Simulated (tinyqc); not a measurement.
# Dopants and charged point defects at anneal temperature: Fermi-level effect, clustering and pairing, step by step

A worked calculation. Computed by tinyqc, a small Python program that keeps every step. Command: `OMP_NUM_THREADS=1 python tinyqc.py 3000499 3000500 out.jsonl pairing walk`. One thread of a shared host (Intel(R) Xeon(R) Processor @ 2.30GHz), about 0.01 s of CPU time with the checks. Intermediate numbers are printed to about 7 digits and carried at full precision; extremes and crossings named in words are read from the listed rows.

Boltzmann statistics and full ionisation of active dopants. Energies are counted from the valence band; the defect (a vacancy or self-interstitial) has five charge states, with all degeneracy factors one.

Inputs (values chosen for the exercise, with bands modelled on germanium):
```
quantity,value,unit
gap at 0 K E_g0,0.75,eV
Varshni alpha,0.000467,eV/K
Varshni beta,237,K
electron mass m_e,0.217,m_0
valleys M_c,4,-
hole mass m_h,0.351,m_0
anneal temperature T,750,K
total dopant density N,2.2e+18,cm^-3
formation enthalpy of the neutral defect H_f,2.1,eV
formation entropy S_f,8.2,k_B
site density N_s,2.7e+22,cm^-3
intrinsic dopant diffusivity D_i,2.8e-16,cm^2/s
anneal time t,40,s
pair binding energy E_b,0.54,eV
pair configurations Z,6,-
storage temperature T_2,450,K
impurity diffusion prefactor D_0,0.0015,cm^2/s
impurity migration energy E_m,0.86,eV
dielectric constant eps,15.6,-
active dopant density in the stored part N_2,4.4e+14,cm^-3
```

Dopant: donor. Second part: pairing with a mobile impurity.

defect levels as fractions of E_g(T): (2+/+), (+/0), (0/-), (-/2-): [0.18, 0.25, 0.5, 0.62]

Constants: m_0 = 9.1093837015e-31 kg; k_B = 1.380649e-23 J/K; h = 6.62607015e-34 J s; k_B = 8.617333262e-05 eV/K; e^2/(4 pi eps_0) = 14.39964548 eV angstrom.

## The host at the anneal temperature

E_g = E_g0 - alpha T^2/(T + beta). N_c = 2 M_c (2 pi m_e k_B T/h^2)^(3/2) and N_v = 2 (2 pi m_h k_B T/h^2)^(3/2), masses in units of m_0. n_i = sqrt(N_c N_v) exp(-E_g/2 k_B T); E_i = E_g/2 + (k_B T/2) ln(N_v/N_c).

E_g = 0.4838526 eV

k_B T = 0.06463000 eV

n_i = 6.810265e+17 cm^-3

E_i = 0.2204381 eV

effective density of states N_b of the majority band = 4.010806e+19 cm^-3

## Active dopant

No clustering: A = N.

active density A = 2.20e+18 cm^-3

## Carrier density and Fermi level

n = A/2 + sqrt(A^2/4 + n_i^2) for an active density A. chi = n/n_i (for acceptors n_i/p); E_F = E_i + k_B T ln chi; field enhancement h = 1 + A/sqrt(A^2 + 4 n_i^2).

n = 2.393753e+18 cm^-3

chi = 3.514919

E_F = 0.3016791 eV

field enhancement h = 1.850239

The doping is 3.23 n_i: extrinsic conditions.

## Charged defects

C_0 = N_s exp(S_f/k_B) exp(-H_f/k_B T). Ratios to the neutral state at E_F = E_i: r_+ = exp((E(+/0) - E_i)/k_B T), r_2+ = r_+ exp((E(2+/+) - E_i)/k_B T), r_- = exp((E_i - E(0/-))/k_B T), r_2- = r_- exp((E_i - E(-/2-))/k_B T); at other E_F state q scales as chi^(-q). The enhancement is sum r_q chi^(-q)/sum r_q. The charge on the defects is left out of neutrality.

neutral defects C_0 = 7.606758e+11 cm^-3

Charge states:
```
state,ratio r,intrinsic (cm^-3),doped (cm^-3)
2+,0.027260,2.073582e+10,1.678381e+09
+,0.214565,1.632140e+11,4.643465e+10
0,1.000000,7.606758e+11,7.606758e+11
-,0.717143,5.455130e+11,1.917434e+12
2-,0.209435,1.593122e+11,1.968248e+12
```

all defects, doped = 4.694471e+12 cm^-3

enhancement over intrinsic = 2.846081

mean charge = -1.236378 e

Doping leaves the neutral state alone and multiplies the total by 2.85; the most common state is 2- (in intrinsic material 0).

## Dopant diffusivity

If every charge state of the defect carries the dopant equally well, D = D_i x enhancement x h x (active share A/N, a rough stand-in that overstates the dA/dN which immobile clusters call for), D_i being an input held fixed when T or H_f is moved; diffusion length 2 sqrt(D t).

effective diffusivity D = 1.474461e-15 cm^2/s

D/D_i = 5.265931

diffusion length = 4.857095 nm

## Against doping

chi = n/n_i; h = 1 + A/sqrt(A^2 + 4 n_i^2); the dopant diffusivity over its intrinsic value is D/D_i = enhancement x h x A/N, if every charge state carries the dopant equally well.

Trend at the anneal temperature:
```
N (cm^-3),active A (cm^-3),chi,defect enhancement,mean charge,D/D_i
2.00e+16,2.00e+16,1.01479,1.005964e+00,-0.410173,1.020734e+00
5.60e+16,5.60e+16,1.04196,1.017175e+00,-0.428832,1.058961e+00
1.60e+17,1.60e+17,1.12435,1.053067e+00,-0.482541,1.175926e+00
4.30e+17,4.30e+17,1.36435,1.171460e+00,-0.618687,1.524132e+00
1.20e+18,1.20e+18,2.21377,1.713917e+00,-0.950452,2.846919e+00
3.30e+18,3.30e+18,5.04389,4.606614e+00,-1.424457,8.864781e+00
9.00e+18,9.00e+18,13.29059,2.192495e+01,-1.756420,4.360304e+01
2.50e+19,2.50e+19,36.73651,1.429619e+02,-1.908506,2.857120e+02
6.80e+19,6.80e+19,99.85928,9.966218e+02,-1.965934,1.993044e+03
```

Well below n_i = 6.81e17 cm^-3 chi and the enhancement are near 1. At any doping d ln(enhancement)/d ln chi equals minus the mean charge, which goes from -0.41 to -1.97 over the rows. Rows with carriers above N_b lie beyond Boltzmann statistics.

## Pairing in storage

An oppositely charged mobile impurity (density M) pairs with the dopant: pairs/free = Z (N_2/N_s) exp(E_b/k_B T_2) for M << N_2; capture radius R = e^2/(4 pi eps eps_0 k_B T_2); D_m = D_0 exp(-E_m/k_B T_2); association rate 4 pi R D_m N_2; dissociation rate = association rate/(pairs/free); tau = 1/(sum of both). Trapping slows long-range motion to D_m/(1 + pairs/free).

pairs/free = 0.1091375

paired share = 0.09839853

capture radius R = 23.80355 angstrom

D_m = 3.503605e-13 cm^2/s

pairing time constant = 213.3876 s

effective diffusivity of the impurity = 3.158856e-13 cm^2/s

## Pairing against temperature

The formulas are those given above.

Equilibrium and kinetics:
```
T (K),paired share,time constant (s),D_m (cm^2/s),effective D (cm^2/s)
270,9.991492e-01,3.427779e+09,1.328815e-19,1.130572e-22
300,9.914018e-01,9.378361e+07,5.354601e-18,4.604006e-20
340,9.080569e-01,1.943829e+06,2.681742e-16,2.465678e-17
380,5.866327e-01,6.387863e+04,5.892200e-15,2.435643e-15
430,1.725798e-01,1.003244e+03,1.248921e-13,1.033382e-13
480,4.370995e-02,2.528226e+01,1.401163e-12,1.339918e-12
550,8.602680e-03,4.043605e-01,1.975654e-11,1.958658e-11
650,1.501344e-03,5.114460e-03,3.221640e-10,3.216803e-10
```

Half the impurity is paired at T = E_b/(k_B ln(N_s/(Z N_2))) = 388 K. The time constant at 300 K is 9.4e7 s. Below 388 K pairs win, and the effective diffusivity has the activation energy E_m + E_b = 1.40 eV; above it the impurity is free and moves with E_m = 0.86 eV.

Checks made by the program: ratios against Boltzmann factors of formation energies at E_F (relative difference below 1e-10).
